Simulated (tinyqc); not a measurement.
Inside a calculation. Model: carrier lifetime from Shockley-Read-Hall, radiative, Auger and surface recombination. Computed by tinyqc, a small Python program that keeps every step. Command: `OMP_NUM_THREADS=1 python tinyqc.py 3004893 3004894 out.jsonl lifetime walk`. One thread of a shared host (Intel(R) Xeon(R) Processor @ 2.30GHz), about 0.03 s of CPU time with the checks. Intermediate numbers are printed to about 6 digits and carried at full precision; extremes and crossings named in words are read from the listed rows.

Energies are counted from the top of the valence band. Boltzmann statistics, full ionisation, and equal excess densities of electrons and holes.

Inputs (values chosen for the exercise, with bands modelled on GaN):
```
quantity                          value        unit
gap E_g                            3.48          eV
electron mass m_e                 0.198         m_0
valleys M_c                           1           -
hole mass m_h                      1.42         m_0
temperature T                       400           K
doping N                        3.3e+14       cm^-3
trap level E_t                     1.85          eV
trap density N_t                6.4e+13       cm^-3
electron cross-section sigma_n    5e-17        cm^2
hole cross-section sigma_p      3.8e-15        cm^2
radiative coefficient B         7.5e-11      cm^3/s
Auger coefficient C_n           8.3e-31      cm^6/s
Auger coefficient C_p           5.2e-32      cm^6/s
excess density dn               1.6e+17       cm^-3
generation rate G               1.1e+22  cm^-3 s^-1
diffusion coefficient D             5.2      cm^2/s
surface velocity S                 3900        cm/s
thickness W                         270  micrometre
```

Doping: n-type. Surface term: two equal surfaces.

Constants: m_0 = 9.1093837015e-31 kg; k_B = 1.380649e-23 J/K; h = 6.62607015e-34 J s; k_B = 8.617333262e-05 eV/K.

## Equilibrium densities

N_c = 2 M_c (2 pi m_e k_B T/h^2)^(3/2) and N_v = 2 (2 pi m_h k_B T/h^2)^(3/2), masses in units of m_0. n_i = sqrt(N_c N_v) exp(-E_g/2 k_B T); majority density N/2 + sqrt(N^2/4 + n_i^2), minority density n_i^2 over it.

N_c = 3.40391e+18 cm^-3

N_v = 6.53751e+19 cm^-3

n_i = 0.00178098 cm^-3

n_0 = 3.30e+14 cm^-3

p_0 = 9.61184e-21 cm^-3

## Capture times and SRH densities

v = sqrt(3 k_B T/m) with m_e or m_h; tau_n0 = 1/(sigma_n v_n N_t), tau_p0 = 1/(sigma_p v_p N_t); n1 = N_c exp(-(E_g - E_t)/k_B T), p1 = N_v exp(-E_t/k_B T).

v_n = 3.03079e+07 cm/s

v_p = 1.13173e+07 cm/s

tau_n0 = 1.03109e-05 s

tau_p0 = 3.63323e-07 s

n1 = 0.00988284 cm^-3

p1 = 3.20951e-04 cm^-3

n1 and p1 are both far below the doping: the level acts as a deep recombination centre. Caution: the trap density is not small against the doping, so trapped charge breaks the equality of the excess densities.

## Surface lifetime

The slowest diffusion mode has x tan x = S W/(2 D) with 0 < x < pi/2 (bisection), and tau_s = W^2/(4 x^2 D). The common approximation is W/(2 S) + W^2/(pi^2 D).

x = 1.43045

tau_s = 1.71286e-05 s

approximate tau_s = 1.76660e-05 s

The approximation is off by 3.1 %. Surface and diffusion both limit. Caution: the layer is thicker than two bulk diffusion lengths: adding 1/tau_s describes the late decay, and understates the surface loss in a steady state.

## Lifetimes at the given injection

With n = n_0 + dn, p = p_0 + dn and U/dn = 1/tau: (n p - n_i^2)/dn = n_0 + p_0 + dn = s; 1/tau_SRH = s/[tau_p0 (n + n1) + tau_n0 (p + p1)]; 1/tau_rad = B s; 1/tau_Aug = (C_n n + C_p p) s; the rates add, with 1/tau_s. Radiative efficiency = tau_eff/tau_rad; effective diffusion length = sqrt(D tau_eff).

tau_SRH at dn = 1.06530e-05 s

tau_rad at dn = 8.31618e-08 s

tau_Aug at dn = 4.41118e-05 s

effective lifetime at dn = 8.19694e-08 s

radiative efficiency at dn = 0.985662

effective diffusion length at dn = 6.52871 micrometre

Radiative recombination carries 99 % of the rate; dn/N = 480 is high injection. Caution: beyond low injection D should be the ambipolar coefficient.

## Steady state under generation

dn solves dn/tau_eff(dn) = G (60 bisections in ln dn between 1e-2 and 1e22 cm^-3); the splitting of the quasi-Fermi levels is k_B T ln(n p/n_i^2).

steady excess density = 1.09720e+16 cm^-3

lifetime in the steady state = 9.97457e-07 s

quasi-Fermi splitting under G = 2.98363 eV

The splitting, an upper bound for e V_oc, is 86 % of the gap.

## Lifetime against injection

Rows stop below half the smaller effective density of states.

Lifetimes (s):
```
dn (cm^-3)          SRH    radiative        Auger    effective  radiative efficiency  fastest channel
1.00e+10    3.63635e-07  4.04028e-05  1.10628e+01  3.52965e-07              0.008736              SRH
1.00e+11    3.66447e-07  4.03918e-05  1.10566e+01  3.55612e-07              0.008804              SRH
1.00e+12    3.94474e-07  4.02820e-05  1.09947e+01  3.81937e-07              0.009482              SRH
1.00e+13    6.66584e-07  3.92157e-05  1.04031e+01  6.31286e-07              0.016098              SRH
1.00e+14    2.76120e-06  3.10078e-05  6.42248e+00  2.20851e-06              0.071224              SRH
1.00e+15    8.11585e-06  1.00251e-05  6.50471e-01  3.55430e-06              0.354542              SRH
1.00e+16    1.03448e-05  1.29074e-06  1.06451e-02  1.07539e-06              0.833160        radiative
1.00e+17    1.06403e-05  1.32895e-07  1.12656e-04  1.30107e-07              0.979021        radiative
1.00e+18    1.06708e-05  1.33289e-08  1.13306e-06  1.31476e-08              0.986397        radiative
```

tau_SRH goes from 3.64e-7 s at low injection (the minority capture time, 3.63e-7 s) to 1.07e-5 s in the last row; at high injection it tends to tau_n0 + tau_p0 = 1.07e-5 s. Ruling channel by row: SRH from 1e10, radiative from 1e16 cm^-3.

## Where in the gap a trap does harm

Low injection: tau = [tau_p0 (n_0 + n1) + tau_n0 (p_0 + p1)]/(n_0 + p_0). Depleted region (n = p = 0): generation lifetime tau_g = (tau_p0 n1 + tau_n0 p1)/n_i. n1 = N_c exp(-(E_g - E_t)/k_B T), p1 = N_v exp(-E_t/k_B T).

The same trap at other energies:
```
E_t (eV)  SRH lifetime (s)  generation lifetime (s)
0.209          4.75272e-03              8.80569e+14
0.522          9.04430e-07              1.00262e+11
0.870          3.63345e-07              4.13552e+06
1.218          3.63323e-07              1.70578e+02
1.566          3.63323e-07              7.03584e-03
1.740          3.63323e-07              4.52698e-05
1.914          3.63323e-07              1.31988e-05
2.262          3.63323e-07              3.12958e-01
2.610          3.63323e-07              7.58740e+03
2.958          3.64316e-07              1.83950e+08
3.271          9.08244e-06              1.61557e+12
```

The SRH lifetime (other channels left aside) stays within 10 % of its least value, among these rows, from E_t = 0.87 to 2.958 eV. The generation lifetime has a sharp minimum, among these rows at 1.914 eV and exactly at 1.849 eV, where tau_p0 n1 = tau_n0 p1, since generation needs two thermal jumps and the larger one rules.

Checks made by the program: n1 p1 = n_i^2 (relative difference below 1e-10); x tan x at the root (relative difference 1e-10).
